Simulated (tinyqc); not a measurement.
RHF in the sto-3g basis, for H6, spin multiplicity 1, step by step. Computed by tinyqc, a small Python program that keeps every step (integrals from PySCF). Settings: charge = 0, multiplicity = 1, basis = sto-3g, energy threshold = 1e-09, iteration cap = 82, orthogonalisation = symmetric, start = core, DIIS depth = 0, method = RHF. Command: `OMP_NUM_THREADS=1 python tinyqc.py 30058 30059 out.jsonl` (the two numbers bound the seeds that draw the settings). One thread of a shared host (Intel(R) Xeon(R) Processor @ 2.60GHz), about 0.05 s of CPU time with the checks. Later iterations appear only in the table of the cycle.

## One-electron integrals

Geometry (angstrom):
```
atom        x        y        z
H     0.00000  0.00000  0.00000
H     0.00000  0.00000  0.74700
H     0.00000  0.00000  1.82000
H     0.00000  0.00000  2.56700
H     0.00000  0.00000  3.64000
H     0.00000  0.00000  4.38700
```

Basis sto-3g: exponents (1/bohr^2) and contraction coefficients of normalised primitives:
```
element  l (shell)  exponent  coefficient
H            s (1)   3.42525      0.15433
H            s (1)   0.62391      0.53533
H            s (1)   0.16886      0.44463
```

Overlap, kinetic and nuclear-attraction integrals over the contracted functions; the nuclear repulsion is the sum of Za Zb / Rab.

nuclear repulsion = 5.2811767 hartree

overlap S, lower triangle:
```
         1H 1s    2H 1s    3H 1s    4H 1s    5H 1s    6H 1s
1H 1s  1.00000
2H 1s  0.65529  1.00000
3H 1s  0.15906  0.45454  1.00000
4H 1s  0.04362  0.15906  0.65529  1.00000
5H 1s  0.00431  0.02283  0.15906  0.45454  1.00000
6H 1s  0.00064  0.00431  0.04362  0.15906  0.65529  1.00000
```

kinetic energy T (hartree), lower triangle:
```
          1H 1s     2H 1s     3H 1s     4H 1s    5H 1s    6H 1s
1H 1s   0.76003
2H 1s   0.23281   0.76003
3H 1s  -0.00673   0.08643   0.76003
4H 1s  -0.01023  -0.00673   0.23281   0.76003
5H 1s  -0.00241  -0.00756  -0.00673   0.08643  0.76003
6H 1s  -0.00051  -0.00241  -0.01023  -0.00673  0.23281  0.76003
```

nuclear attraction V (hartree), lower triangle:
```
          1H 1s     2H 1s     3H 1s     4H 1s     5H 1s     6H 1s
1H 1s  -2.63910
2H 1s  -1.77718  -2.97705
3H 1s  -0.41242  -1.26503  -3.14538
4H 1s  -0.11190  -0.43208  -1.98443  -3.14538
5H 1s  -0.01072  -0.05855  -0.43208  -1.26503  -2.97705
6H 1s  -0.00156  -0.01072  -0.11190  -0.41242  -1.77718  -2.63910
```

core Hamiltonian H = T + V (hartree), lower triangle:
```
          1H 1s     2H 1s     3H 1s     4H 1s     5H 1s     6H 1s
1H 1s  -1.87907
2H 1s  -1.54438  -2.21702
3H 1s  -0.41916  -1.17860  -2.38535
4H 1s  -0.12213  -0.43881  -1.75162  -2.38535
5H 1s  -0.01313  -0.06611  -0.43881  -1.17860  -2.21702
6H 1s  -0.00208  -0.01313  -0.12213  -0.41916  -1.54438  -1.87907
```

## Two-electron integrals

Functions are numbered as in S; the eight-fold symmetry (ij|kl) = (ji|kl) = (kl|ij) leaves the list below.

Two-electron integrals (ij|kl) in chemists' order, unique and non-zero (hartree):
```
(11|11) 0.77461    (21|11) 0.44061    (21|21) 0.29297    (22|11) 0.56736
(22|21) 0.44061    (22|22) 0.77461    (31|11) 0.07812    (31|21) 0.05699
(31|22) 0.09600    (31|31) 0.01346    (32|11) 0.18127    (32|21) 0.14703
(32|22) 0.27688    (32|31) 0.03994    (32|32) 0.12990    (33|11) 0.28886
(33|21) 0.23532    (33|22) 0.45492    (33|31) 0.07812    (33|32) 0.27688
(33|33) 0.77461    (41|11) 0.01761    (41|21) 0.01327    (41|22) 0.02308
(41|31) 0.00340    (41|32) 0.01054    (41|33) 0.02308    (41|41) 0.00091
(42|11) 0.05203    (42|21) 0.04176    (42|22) 0.07812    (42|31) 0.01204
(42|32) 0.03994    (42|33) 0.09600    (42|41) 0.00340    (42|42) 0.01346
(43|11) 0.15865    (43|21) 0.12551    (43|22) 0.23532    (43|31) 0.04176
(43|32) 0.14703    (43|33) 0.44061    (43|41) 0.01327    (43|42) 0.05699
(43|43) 0.29297    (44|11) 0.20607    (44|21) 0.15865    (44|22) 0.28886
(44|31) 0.05203    (44|32) 0.18127    (44|33) 0.56736    (44|41) 0.01761
(44|42) 0.07812    (44|43) 0.44061    (44|44) 0.77461    (51|11) 0.00129
(51|21) 0.00101    (51|22) 0.00184    (51|31) 0.00029    (51|32) 0.00095
(51|33) 0.00233    (51|41) 0.00008    (51|42) 0.00033    (51|43) 0.00144
(51|44) 0.00207    (51|51) 8.40e-06   (52|11) 0.00576    (52|21) 0.00455
(52|22) 0.00843    (52|31) 0.00138    (52|32) 0.00466    (52|33) 0.01218
(52|41) 0.00042    (52|42) 0.00171    (52|43) 0.00798    (52|44) 0.01218
(52|51) 4.42e-05   (52|52) 0.00024    (53|11) 0.03146    (53|21) 0.02413
(53|22) 0.04372    (53|31) 0.00771    (53|32) 0.02648    (53|33) 0.07812
(53|41) 0.00250    (53|42) 0.01079    (53|43) 0.05699    (53|44) 0.09600
(53|51) 0.00029    (53|52) 0.00171    (53|53) 0.01346    (54|11) 0.07796
(54|21) 0.05838    (54|22) 0.10298    (54|31) 0.01811    (54|32) 0.06111
(54|33) 0.18127    (54|41) 0.00604    (54|42) 0.02648    (54|43) 0.14703
(54|44) 0.27688    (54|51) 0.00075    (54|52) 0.00466    (54|53) 0.03994
(54|54) 0.12990    (55|11) 0.14538    (55|21) 0.10643    (55|22) 0.18290
(55|31) 0.03146    (55|32) 0.10298    (55|33) 0.28886    (55|41) 0.01019
(55|42) 0.04372    (55|43) 0.23532    (55|44) 0.45492    (55|51) 0.00129
(55|52) 0.00843    (55|53) 0.07812    (55|54) 0.27688    (55|55) 0.77461
(61|11) 0.00016    (61|21) 0.00012    (61|22) 0.00022    (61|31) 3.72e-05
(61|32) 0.00013    (61|33) 0.00033    (61|41) 1.13e-05   (61|42) 4.67e-05
(61|43) 0.00022    (61|44) 0.00033    (61|51) 1.21e-06   (61|52) 6.64e-06
(61|53) 4.67e-05   (61|54) 0.00013    (61|55) 0.00022    (61|61) 1.83e-07
(62|11) 0.00092    (62|21) 0.00071    (62|22) 0.00129    (62|31) 0.00022
(62|32) 0.00075    (62|33) 0.00207    (62|41) 0.00007    (62|42) 0.00029
(62|43) 0.00144    (62|44) 0.00233    (62|51) 7.73e-06   (62|52) 4.42e-05
(62|53) 0.00033    (62|54) 0.00095    (62|55) 0.00184    (62|61) 1.21e-06
(62|62) 8.40e-06   (63|11) 0.00762    (63|21) 0.00574    (63|22) 0.01019
(63|31) 0.00179    (63|32) 0.00604    (63|33) 0.01761    (63|41) 0.00058
(63|42) 0.00250    (63|43) 0.01327    (63|44) 0.02308    (63|51) 0.00007
(63|52) 0.00042    (63|53) 0.00340    (63|54) 0.01054    (63|55) 0.02308
(63|61) 1.13e-05   (63|62) 0.00008    (63|63) 0.00091    (64|11) 0.02452
(64|21) 0.01811    (64|22) 0.03146    (64|31) 0.00546    (64|32) 0.01811
(64|33) 0.05203    (64|41) 0.00179    (64|42) 0.00771    (64|43) 0.04176
(64|44) 0.07812    (64|51) 0.00022    (64|52) 0.00138    (64|53) 0.01204
(64|54) 0.03994    (64|55) 0.09600    (64|61) 3.72e-05   (64|62) 0.00029
(64|63) 0.00340    (64|64) 0.01346    (65|11) 0.08655    (65|21) 0.06269
(65|22) 0.10643    (65|31) 0.01811    (65|32) 0.05838    (65|33) 0.15865
(65|41) 0.00574    (65|42) 0.02413    (65|43) 0.12551    (65|44) 0.23532
(65|51) 0.00071    (65|52) 0.00455    (65|53) 0.04176    (65|54) 0.14703
(65|55) 0.44061    (65|61) 0.00012    (65|62) 0.00101    (65|63) 0.01327
(65|64) 0.05699    (65|65) 0.29297    (66|11) 0.12062    (66|21) 0.08655
(66|22) 0.14538    (66|31) 0.02452    (66|32) 0.07796    (66|33) 0.20607
(66|41) 0.00762    (66|42) 0.03146    (66|43) 0.15865    (66|44) 0.28886
(66|51) 0.00092    (66|52) 0.00576    (66|53) 0.05203    (66|54) 0.18127
(66|55) 0.56736    (66|61) 0.00016    (66|62) 0.00129    (66|63) 0.01761
(66|64) 0.07812    (66|65) 0.44061    (66|66) 0.77461
```

## Orthogonalisation

S = U s U^T; symmetric (Loewdin) form X = U s^(-1/2) U^T, so that X^T S X = 1.

eigenvalues of S: 0.18008  0.28004  0.43951  1.13425  1.70166  2.26447

X, lower triangle:
```
          1H 1s     2H 1s     3H 1s     4H 1s     5H 1s    6H 1s
1H 1s   1.25550
2H 1s  -0.50738   1.39458
3H 1s   0.08562  -0.37605   1.41227
4H 1s  -0.02337   0.09181  -0.55590   1.41227
5H 1s   0.00398  -0.01203   0.09181  -0.37605   1.39458
6H 1s  -0.00125   0.00398  -0.02337   0.08562  -0.50738  1.25550
```

## Starting guess

The start is the orbitals of the core Hamiltonian; D = 2 C_occ C_occ^T.

D at the start, lower triangle:
```
          1H 1s     2H 1s     3H 1s     4H 1s    5H 1s    6H 1s
1H 1s   0.13919
2H 1s   0.40029   1.27599
3H 1s  -0.08547   0.05287   0.88803
4H 1s  -0.22315  -0.57840   0.53401   0.88803
5H 1s   0.15478   0.15033  -0.57840   0.05287  1.27599
6H 1s   0.08564   0.15478  -0.22315  -0.08547  0.40029  0.13919
```

## Iteration 1: building the Fock matrix

J_ij = sum D_kl (ij|kl), K_ij = sum D_kl (ik|jl); F = H + J - 0.5 K; E = tr D H + tr D J / 2 - 0.25 tr D K + E_nn.

Coulomb J (hartree), lower triangle:
```
         1H 1s    2H 1s    3H 1s    4H 1s    5H 1s    6H 1s
1H 1s  1.96952
2H 1s  1.46613  2.53688
3H 1s  0.37555  1.17709  2.80733
4H 1s  0.10502  0.40900  1.81756  2.80733
5H 1s  0.01044  0.05684  0.40900  1.17709  2.53688
6H 1s  0.00153  0.01044  0.10502  0.37555  1.46613  1.96952
```

exchange K (hartree), lower triangle:
```
         1H 1s    2H 1s    3H 1s    4H 1s    5H 1s    6H 1s
1H 1s  0.82068
2H 1s  0.95979  1.44623
3H 1s  0.28801  0.69467  1.38350
4H 1s  0.03755  0.24165  1.09049  1.38350
5H 1s  0.01444  0.03172  0.24165  0.69467  1.44623
6H 1s  0.02297  0.01444  0.03755  0.28801  0.95979  0.82068
```

Fock matrix F (hartree), lower triangle:
```
          1H 1s     2H 1s     3H 1s     4H 1s     5H 1s     6H 1s
1H 1s  -0.31989
2H 1s  -0.55815  -0.40325
3H 1s  -0.18761  -0.34885  -0.26977
4H 1s  -0.03589  -0.15064  -0.47931  -0.26977
5H 1s  -0.00991  -0.02512  -0.15064  -0.34885  -0.40325
6H 1s  -0.01203  -0.00991  -0.03589  -0.18761  -0.55815  -0.31989
```

total energy of this density = -2.9281995 hartree

## Iteration 1: diagonalisation and new density

Diagonalise F' = X^T F X, C = X C', fill 3 alpha and 3 beta electrons from the bottom; D = 2 C_occ C_occ^T. Each column has its largest component positive (the first on a tie).

F' = X^T F X (hartree), lower triangle:
```
          1         2         3         4         5        6
1   0.09135
2  -0.63466   0.17503
3   0.08708  -0.43719   0.36767
4  -0.01066   0.13667  -0.71347   0.36767
5  -0.00115  -0.01915   0.13667  -0.43719   0.17503
6  -0.01121  -0.00115  -0.01066   0.08708  -0.63466  0.09135
```

orbital energies (hartree): MO1 -0.62101, MO2 -0.55658, MO3 -0.30776, MO4 0.45898, MO5 0.81899, MO6 1.47547

coefficients C:
```
           MO1       MO2       MO3       MO4       MO5       MO6
1H 1s  0.25935   0.34298  -0.36939   0.74391  -0.84350   0.50532
2H 1s  0.33125   0.40692  -0.19956  -0.54056   0.98655  -0.87845
3H 1s  0.23148   0.10896   0.50705  -0.54897  -0.31358   1.31871
4H 1s  0.23148  -0.10896   0.50705   0.54897  -0.31358  -1.31871
5H 1s  0.33125  -0.40692  -0.19956   0.54056   0.98655   0.87845
6H 1s  0.25935  -0.34298  -0.36939  -0.74391  -0.84350  -0.50532
```

D after iteration 1, lower triangle:
```
          1H 1s     2H 1s     3H 1s     4H 1s    5H 1s    6H 1s
1H 1s   0.64270
2H 1s   0.59838   0.63027
3H 1s  -0.17979   0.03966   0.64512
4H 1s  -0.32928  -0.13770   0.59763   0.64512
5H 1s   0.04012  -0.03208  -0.13770   0.03966  0.63027
6H 1s   0.17216   0.04012  -0.32928  -0.17979  0.59838  0.64270
```

## Iteration 2: building the Fock matrix

As before.

Coulomb J (hartree), lower triangle:
```
         1H 1s    2H 1s    3H 1s    4H 1s    5H 1s    6H 1s
1H 1s  2.10830
2H 1s  1.47192  2.40596
3H 1s  0.35896  1.08808  2.56522
4H 1s  0.09886  0.37731  1.66386  2.56522
5H 1s  0.00968  0.05241  0.37731  1.08808  2.40596
6H 1s  0.00142  0.00968  0.09886  0.35896  1.47192  2.10830
```

exchange K (hartree), lower triangle:
```
         1H 1s    2H 1s    3H 1s    4H 1s    5H 1s    6H 1s
1H 1s  1.18432
2H 1s  1.05342  1.26275
3H 1s  0.26783  0.60225  1.25935
4H 1s  0.04216  0.26737  1.05213  1.25935
5H 1s  0.00075  0.03748  0.26737  0.60225  1.26275
6H 1s  0.01051  0.00075  0.04216  0.26783  1.05342  1.18432
```

Fock matrix F (hartree), lower triangle:
```
          1H 1s     2H 1s     3H 1s     4H 1s     5H 1s     6H 1s
1H 1s  -0.36293
2H 1s  -0.59917  -0.44243
3H 1s  -0.19411  -0.39165  -0.44981
4H 1s  -0.04435  -0.19519  -0.61383  -0.44981
5H 1s  -0.00382  -0.03244  -0.19519  -0.39165  -0.44243
6H 1s  -0.00591  -0.00382  -0.04435  -0.19411  -0.59917  -0.36293
```

total energy of this density = -3.2632959 hartree

## Iteration 2: diagonalisation and new density

As before.

F' = X^T F X (hartree), lower triangle:
```
          1         2         3         4         5        6
1   0.06662
2  -0.66554   0.15998
3   0.09686  -0.41993   0.18071
4  -0.01012   0.10363  -0.71894   0.18071
5   0.00731  -0.01474   0.10363  -0.41993   0.15998
6  -0.01032   0.00731  -0.01012   0.09686  -0.66554  0.06662
```

orbital energies (hartree): MO1 -0.73051, MO2 -0.60581, MO3 -0.42934, MO4 0.42489, MO5 0.82318, MO6 1.33224

coefficients C:
```
           MO1       MO2       MO3       MO4       MO5       MO6
1H 1s  0.17421   0.35432  -0.41171   0.68494  -0.84579   0.57594
2H 1s  0.25724   0.40037  -0.28600  -0.45975   0.98735  -0.92618
3H 1s  0.35313   0.09460   0.43871  -0.67653  -0.30307   1.25920
4H 1s  0.35313  -0.09460   0.43871   0.67653  -0.30307  -1.25920
5H 1s  0.25724  -0.40037  -0.28600   0.45975   0.98735   0.92618
6H 1s  0.17421  -0.35432  -0.41171  -0.68494  -0.84579  -0.57594
```

D after iteration 2, lower triangle:
```
          1H 1s     2H 1s     3H 1s     4H 1s    5H 1s    6H 1s
1H 1s   0.65078
2H 1s   0.60884   0.61653
3H 1s  -0.17116   0.00649   0.65223
4H 1s  -0.30523  -0.14501   0.61643   0.65223
5H 1s   0.04140  -0.02467  -0.14501   0.00649  0.61653
6H 1s   0.14862   0.04140  -0.30523  -0.17116  0.60884  0.65078
```

## Iteration 3: building the Fock matrix

As before.

Coulomb J (hartree), lower triangle:
```
         1H 1s    2H 1s    3H 1s    4H 1s    5H 1s    6H 1s
1H 1s  2.11090
2H 1s  1.47130  2.40108
3H 1s  0.35856  1.08626  2.56478
4H 1s  0.09877  0.37695  1.66414  2.56478
5H 1s  0.00967  0.05236  0.37695  1.08626  2.40108
6H 1s  0.00142  0.00967  0.09877  0.35856  1.47130  2.11090
```

exchange K (hartree), lower triangle:
```
         1H 1s    2H 1s    3H 1s    4H 1s    5H 1s    6H 1s
1H 1s  1.19422
2H 1s  1.05574  1.25121
3H 1s  0.26708  0.59224  1.26189
4H 1s  0.04441  0.26608  1.05910  1.26189
5H 1s  0.00103  0.03780  0.26608  0.59224  1.25121
6H 1s  0.00916  0.00103  0.04441  0.26708  1.05574  1.19422
```

Fock matrix F (hartree), lower triangle:
```
          1H 1s     2H 1s     3H 1s     4H 1s     5H 1s     6H 1s
1H 1s  -0.36528
2H 1s  -0.60095  -0.44154
3H 1s  -0.19413  -0.38846  -0.45152
4H 1s  -0.04556  -0.19490  -0.61703  -0.45152
5H 1s  -0.00397  -0.03265  -0.19490  -0.38846  -0.44154
6H 1s  -0.00523  -0.00397  -0.04556  -0.19413  -0.60095  -0.36528
```

total energy of this density = -3.2654840 hartree

## Iteration 3: diagonalisation and new density

As before.

F' = X^T F X (hartree), lower triangle:
```
          1         2         3         4         5        6
1   0.06520
2  -0.66740   0.16042
3   0.09618  -0.41476   0.17871
4  -0.01188   0.10395  -0.72224   0.17871
5   0.00730  -0.01510   0.10395  -0.41476   0.16042
6  -0.00936   0.00730  -0.01188   0.09618  -0.66740  0.06520
```

orbital energies (hartree): MO1 -0.73115, MO2 -0.60654, MO3 -0.43346, MO4 0.42736, MO5 0.82224, MO6 1.33021

coefficients C:
```
           MO1       MO2       MO3       MO4       MO5       MO6
1H 1s  0.17608   0.35674  -0.40892   0.68313  -0.84676   0.57659
2H 1s  0.25365   0.39936  -0.29009  -0.46123   0.98709  -0.92588
3H 1s  0.35487   0.09010   0.43917  -0.67739  -0.30037   1.25907
4H 1s  0.35487  -0.09010   0.43917   0.67739  -0.30037  -1.25907
5H 1s  0.25365  -0.39936  -0.29009   0.46123   0.98709   0.92588
6H 1s  0.17608  -0.35674  -0.40892  -0.68313  -0.84676  -0.57659
```

D after iteration 3, lower triangle:
```
          1H 1s     2H 1s     3H 1s     4H 1s    5H 1s    6H 1s
1H 1s   0.65097
2H 1s   0.61151   0.61595
3H 1s  -0.16991  -0.00281   0.65383
4H 1s  -0.29848  -0.14673   0.62136   0.65383
5H 1s   0.04164  -0.02199  -0.14673  -0.00281  0.61595
6H 1s   0.14191   0.04164  -0.29848  -0.16991  0.61151  0.65097
```

## Iteration 9 (converged): orbitals

converged F (hartree), lower triangle:
```
          1H 1s     2H 1s     3H 1s     4H 1s     5H 1s     6H 1s
1H 1s  -0.36579
2H 1s  -0.60142  -0.44113
3H 1s  -0.19398  -0.38713  -0.45162
4H 1s  -0.04596  -0.19476  -0.61785  -0.45162
5H 1s  -0.00404  -0.03279  -0.19476  -0.38713  -0.44113
6H 1s  -0.00497  -0.00404  -0.04596  -0.19398  -0.60142  -0.36579
```

As before.

F' = X^T F X (hartree), lower triangle:
```
          1         2         3         4         5        6
1   0.06505
2  -0.66806   0.16054
3   0.09608  -0.41285   0.17851
4  -0.01252   0.10402  -0.72342   0.17851
5   0.00729  -0.01531   0.10402  -0.41285   0.16054
6  -0.00897   0.00729  -0.01252   0.09608  -0.66806  0.06505
```

orbital energies (hartree): MO1 -0.73099, MO2 -0.60655, MO3 -0.43469, MO4 0.42853, MO5 0.82207, MO6 1.32981

coefficients C:
```
           MO1       MO2       MO3       MO4       MO5       MO6
1H 1s  0.17677   0.35755  -0.40779   0.68255  -0.84716   0.57678
2H 1s  0.25268   0.39910  -0.29151  -0.46189   0.98692  -0.92566
3H 1s  0.35524   0.08830   0.43950  -0.67753  -0.29943   1.25912
4H 1s  0.35524  -0.08830   0.43950   0.67753  -0.29943  -1.25912
5H 1s  0.25268  -0.39910  -0.29151   0.46189   0.98692   0.92566
6H 1s  0.17677  -0.35755  -0.40779  -0.68255  -0.84716  -0.57678
```

D after iteration 9, lower triangle:
```
          1H 1s     2H 1s     3H 1s     4H 1s    5H 1s    6H 1s
1H 1s   0.65076
2H 1s   0.61248   0.61622
3H 1s  -0.16971  -0.00623   0.65431
4H 1s  -0.29600  -0.14720   0.62313   0.65431
5H 1s   0.04168  -0.02092  -0.14720  -0.00623  0.61622
6H 1s   0.13939   0.04168  -0.29600  -0.16971  0.61248  0.65076
```

## Convergence

Stop when the energy changes by less than 1e-09 hartree and every element of the error matrix X^T (F D S - S D F) X is below 9e-06.

Course of the cycle:
```
iteration  E (hartree)     change  largest element of the error matrix
1           -2.9281995          -                             4.80e-01
2           -3.2632959  -3.35e-01                             3.02e-02
3           -3.2654840  -2.19e-03                             8.04e-03
4           -3.2656240  -1.40e-04                             2.15e-03
5           -3.2656337  -9.69e-06                             5.74e-04
6           -3.2656343  -6.83e-07                             1.53e-04
7           -3.2656344  -4.83e-08                             4.07e-05
8           -3.2656344  -3.42e-09                             1.08e-05
9           -3.2656344  -2.42e-10                             2.88e-06
```

PySCF RHF in the same basis = -3.2656344 hartree

Converged in 9 iterations.

## Populations, bond orders and dipole

Mulliken: Z minus the diagonal of D S on the atom; Loewdin: the same with S^(1/2) D S^(1/2); Mayer order: 2 sum_s sum (D(s) S)_ij (D(s) S)_ji over the two atoms.

Charges (e):
```
atom  Mulliken   Loewdin
1H    -0.01248  -0.03039
2H     0.00897   0.02657
3H     0.00351   0.00382
4H     0.00351   0.00382
5H     0.00897   0.02657
6H    -0.01248  -0.03039
```

Mayer bond orders:
```
pair     order
2-1    0.92432
3-1   -0.00134
3-2    0.07501
4-1    0.06366
4-2   -0.00133
4-3    0.86400
5-1   -0.00009
5-2    0.00201
5-3   -0.00133
5-4    0.07501
6-1    0.01329
6-2   -0.00009
6-3    0.06366
6-4   -0.00134
6-5    0.92432
```

dipole moment about the origin, x y z (debye): 0.00000  0.00000  0.00000
